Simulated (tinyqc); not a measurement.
# Worked calculation: space-charge-limited current with shallow traps

Computed by the program tinyqc: `OMP_NUM_THREADS=1 python tinyqc.py 2370070 2370071 out.jsonl`, one thread of a shared Intel Xeon 2.30GHz, about 0.01 s for the whole run. Printed values are rounded.

One carrier type, drift only, an injecting contact at x = 0 (zero field) and thickness L. The share th = y/(1 + y), y = (Nc/Nt) exp(-Et/kB T), of the injected charge is free: J = q mu n F, eps0 eps_r dF/dx = q (n - n0)/th.

Values chosen for this exercise:

| symbol | value | unit | meaning |
|---|---|---|---|
| T | 300 | K | temperature |
| eps_r | 17.3 |  | relative permittivity |
| mu | 0.0021 | cm^2/(V s) | mobility |
| L | 250 | nm | thickness |
| Nc | 1e20 | cm^-3 | band density of states |
| Nt | 4.8e17 | cm^-3 | trap density |
| Et | 0.35 | eV | trap depth |
| n0 | 4e11 | cm^-3 | free carrier density in equilibrium |
| V | 4.7 | V | voltage |

Constants: q = 1.602176634e-19 C, kB = 1.380649e-23 J/K, Vt = kB T/q, eps0 = 8.8541878128e-14 F/cm where lengths are in cm. Results are converted to the units shown.

Range of the model: Diffusion and a field-dependent mobility are left out. With injecting contacts the diffusion current, about 4 pi^2 Vt th eps0 eps_r mu V/L^3, equals the Mott-Gurney current at V = 35 kB T/q (0.9 V at 300 K), so the drift-only result needs V well above that.

## Limits and characteristic voltages

Ohmic J = q n0 mu V/L; Mott-Gurney J = (9/8) th eps0 eps_r mu V^2/L^3; they cross at Vx = 8 q n0 L^2/(9 th eps0 eps_r); traps fill at V_TFL = q Nt L^2/(2 eps0 eps_r).

th = 2.74725e-4
ohmic J = 2.53016e-5 A/cm^2
Mott-Gurney J = 0.00140553 A/cm^2
Vx = 0.0846067 V
V_TFL = 15.6894 V

## The exact current

Exact: with u = n0/n(L), w = -u - ln(1 - u) and v = -u - u^2/2 - ln(1 - u), V = (q n0 L^2/(th eps0 eps_r)) v/w^2 and J = q^2 n0^2 mu L/(th eps0 eps_r w). v/w^2 falls steadily with u, so u follows by bisection.

v/w^2 = 49.3788
u = 0.0265822
w = 3.59694e-4
J = 0.00142454 A/cm^2
exit field over V/L = 1.49664

J is 0.44 % below the plain sum of the two limits; the exit field lies between the ohmic 1 and the Mott-Gurney 1.5.
